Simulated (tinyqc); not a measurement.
Debye-Callaway model of lattice thermal conductivity. Inputs raised by 2 %, one at a time. Computed by tinyqc, a small Python program. Command: `OMP_NUM_THREADS=1 python tinyqc.py 3000569 3000570 out.jsonl callaway sens`. One thread of a shared host (Intel(R) Xeon(R) Processor @ 2.30GHz), about 0.03 s of CPU time with the checks.

Three acoustic branches with one velocity v, cut at omega_D = k_B Theta/hbar; x = hbar omega/(k_B T). v and Theta are separate inputs: Theta cuts off the heat-carrying modes, so C need not reach 3 k_B/V. gamma is an effective value that sets the umklapp rate. Heat flows along the film.

Inputs (values chosen for the exercise, for a model crystal):

| quantity | value | unit |
|---|---|---|
| sound velocity v | 2720 | m/s |
| Debye temperature Theta | 247 | K |
| volume per atom V | 14.9 | angstrom^3 |
| mean atomic mass M | 105 | u |
| effective Grueneisen parameter gamma | 1.73 | - |
| umklapp exponent divisor b | 3 | - |
| mass variance Gamma | 0.00013 | - |
| film thickness t | 1.9 | micrometre |
| specularity p | 0.4 | - |
| normal-process factor f_N | 0.67 | - |
| temperature T | 40 | K |
| probe frequency omega/omega_D | 0.64 | - |

Sample: film. Point defects: isotopes. Normal processes: included.

Constants: k_B = 1.380649e-23 J/K; hbar = 1.054571817e-34 J s; u = 1.6605390666e-27 kg.

Method:
- Gamma is given directly by the isotope mixture. A = V Gamma/(4 pi v^3).
- Rates: point defects A omega^4; umklapp B omega^2 T exp(-Theta/(b T)) with B = hbar gamma^2/(M v^2 Theta); normal processes f_N B omega^2 T (T/Theta)^2. Film: the bulk time tau of each mode, from the resistive rates above, is multiplied by the Fuchs-Sondheimer factor F = (3/2) int_0^1 (1 - u^2) [1 - (1 - p) (u/d) (1 - E)/(1 - p E)] du, with E = exp(-d/u), d = t/(v tau), by 48 Gauss-Legendre points in z with u = z^4; the boundary rate is defined as 1/(F tau) - 1/tau.
- The resistive time is tau_R = 1/(boundary + point-defect + umklapp rates), and the free path is v tau_R.
- kappa_1 = c int tau_C g dx, g = x^4 e^x/(e^x - 1)^2, c = (k_B/(2 pi^2 v)) (k_B T/hbar)^3, over 0 < x < min(Theta/T, 40), by 96 Gauss-Legendre points in s with x = x_max s^2; 1/tau_C = 1/tau_R + 1/tau_N; kappa_2 = c [int (tau_C/tau_N) g dx]^2 / int (tau_C/(tau_N tau_R)) g dx; kappa = kappa_1 + kappa_2.
- Heat capacity C = 3 c int g dx / v^2; grey free path 3 kappa/(C v); the median free path v tau_C halves kappa_1 when the quadrature points are ordered by free path (each counted at half its weight, interpolated in the logarithm); likewise at 10 % and 90 %.

Runs:

| input moved | from | to | kappa (W/(m K)) | grey free path (nm) | median free path (nm) | free path (nm) |
|---|---|---|---|---|---|---|
| base run | - | - | 329.36 | 1233.2 | 1980.7 | 693.56 |
| sound velocity v (m/s) | 2720 | 2774.4 | 331.49 | 1291.3 | 2046.9 | 736.90 |
| mean atomic mass M (u) | 105 | 107.1 | 332.89 | 1246.4 | 2003.5 | 701.11 |
| effective Grueneisen parameter gamma | 1.73 | 1.7646 | 322.34 | 1206.9 | 1935.4 | 678.50 |
| mass variance Gamma | 0.00013 | 0.0001326 | 328.20 | 1228.8 | 1981.4 | 688.65 |
| film thickness t (micrometre) | 1.9 | 1.938 | 331.20 | 1240.0 | 1997.9 | 694.84 |
| normal-process factor f_N | 0.67 | 0.6834 | 329.17 | 1232.4 | 1978.1 | 693.56 |
| temperature T (K) | 40 | 40.8 | 325.63 | 1171.3 | 1878.5 | 670.71 |

Exponents ln(y'/y) / ln(x'/x):

| input | kappa | grey free path | median free path | free path |
|---|---|---|---|---|
| sound velocity v | 0.325 | 2.325 | 1.661 | 3.061 |
| mean atomic mass M | 0.538 | 0.538 | 0.579 | 0.547 |
| effective Grueneisen parameter gamma | -1.088 | -1.088 | -1.167 | -1.109 |
| mass variance Gamma | -0.179 | -0.179 | 0.019 | -0.359 |
| film thickness t | 0.280 | 0.280 | 0.437 | 0.093 |
| normal-process factor f_N | -0.030 | -0.030 | -0.065 | 0.000 |
| temperature T | -0.576 | -2.602 | -2.675 | -1.692 |

Which inputs matter most for each result?

Among the inputs moved here: kappa answers most in size to effective Grueneisen parameter gamma (exponent -1.088), next to temperature T (-0.576). Grey free path answers most in size to temperature T (exponent -2.602), next to sound velocity v (+2.325). Median free path answers most in size to temperature T (exponent -2.675), next to sound velocity v (+1.661). Free path answers most in size to sound velocity v (exponent +3.061), next to temperature T (-1.692); its exponent is below 0.0005 for normal-process factor f_N.
